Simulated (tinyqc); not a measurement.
# Graded p-n junction, non-linear Poisson equation by Newton steps: two studies

One dimension, p side on the left, n side on the right; net doping C = (Nd - Na)/2 + ((Nd + Na)/2) tanh(x/Lg). The potential psi is counted from the intrinsic level, and the quasi-Fermi potentials are flat: 0 for holes and -V for electrons, so n = ni exp((psi + V)/Vt) and p = ni exp(-psi/Vt) (Boltzmann statistics, full ionisation, no current).

Inputs (values chosen for the exercise); band and dielectric values close to those of 4H silicon carbide:
- T = 400 K (temperature)
- Eg = 3.29 eV (band gap)
- eps_r = 9.86 (relative permittivity)
- Nc = 2.65e19 cm^-3 (conduction-band density of states at T)
- Nv = 3.8e19 cm^-3 (valence-band density of states at T)
- Na = 3.2e16 cm^-3 (acceptor density of the p side)
- Nd = 8.2e17 cm^-3 (donor density of the n side)
- V = 0 V (bias of the p side against the n side)
- Lg = 160 nm (grading length)

Constants: q = 1.602176634e-19 C, kB = 1.380649e-23 J/K, Vt = kB T/q, eps0 = 8.8541878128e-14 F/cm where lengths are in cm. Results are converted to the units shown.

Each table varies one quantity; the others keep the values above.

## Capacitance and field against bias

The Poisson equation d/dx(eps0 eps_r dpsi/dx) = -q (p - n + C) is solved on a mesh of more than 1000 nodes that ends in neutral material (psi_p = -Vt ln(Na/ni), psi_n = Vt ln(Nd/ni) - V). C_j = q d/dV of the integral of p over x, from the linearised equation. ni = sqrt(Nc Nv) exp(-Eg/(2 Vt)), Eg in volts. Depletion approximation: Vbi = Vt ln(Na Nd/ni^2), W = sqrt(2 eps0 eps_r (Vbi - V)(1/Na + 1/Nd)/q), xp = W Nd/(Na + Nd), xn = W Na/(Na + Nd), peak field 2 (Vbi - V)/W, capacitance eps0 eps_r/W. The last column applies it to an abrupt Na-Nd junction.

Capacitance and field against bias:
```
V (V),peak |E| (kV/cm),C_j (nF/cm^2),1/C_j^2 (cm^4/uF^2),eps0 eps_r/C_j (nm),abrupt depletion C (nF/cm^2)
0,109.9,21.98,2070,397.2,27.13
-0.67,126.0,20.15,2462,433.2,24.47
-1.33,140.7,18.77,2839,465.1,22.50
-2,154.7,17.64,3213,494.9,20.91
-2.67,167.8,16.71,3582,522.5,19.62
-3.33,180.2,15.93,3941,548.1,18.55
-4,192.1,15.25,4302,572.6,17.63
```

With V going from 0 to -4 V, C_j falls from 22.0 to 15.2 nF/cm^2 and the peak field rises from 110 to 192 kV/cm. The slope of 1/C_j^2, read as N = 2/(q eps0 eps_r |slope|), gives 2.44e16 cm^-3 between the first two rows and 2.66e16 cm^-3 between the last two, against Na Nd/(Na + Nd) = 3.08e16 cm^-3; it is not a straight line, so no single doping describes it. At the end C_j goes as (Vbi - V)^(-0.43) with Vbi = 2.93 V, and it is 14 % below the abrupt depletion formula (at the first row 19 % below it).

## Effect of the grading length

Same model as above.

The abrupt values quoted are those of these depletion formulas.

Effect of the grading length:
```
Lg (nm),peak |E| (kV/cm),C_j (nF/cm^2),eps0 eps_r/C_j (nm)
20,161,26.9,324
28,155,26.7,328
40,148,26.2,333
57,140,25.5,342
80,131,24.7,354
110,121,23.6,370
160,110,22.0,397
```

What does the comparison show?

As Lg grows from 20 to 160 nm, the peak field falls from 161 to 110 kV/cm and C_j falls from 26.9 to 22.0 nF/cm^2. The abrupt depletion formulas give 182 kV/cm and W = 322 nm; the first row's field is 12 % below that and the last row's 40 % below it. The same voltage drops over a longer distance, so the field falls.

Numbers from tinyqc (`OMP_NUM_THREADS=1 python tinyqc.py 2000046 2000047 out.jsonl`; about 0.07 s on one thread of a shared Intel Xeon 2.30GHz).
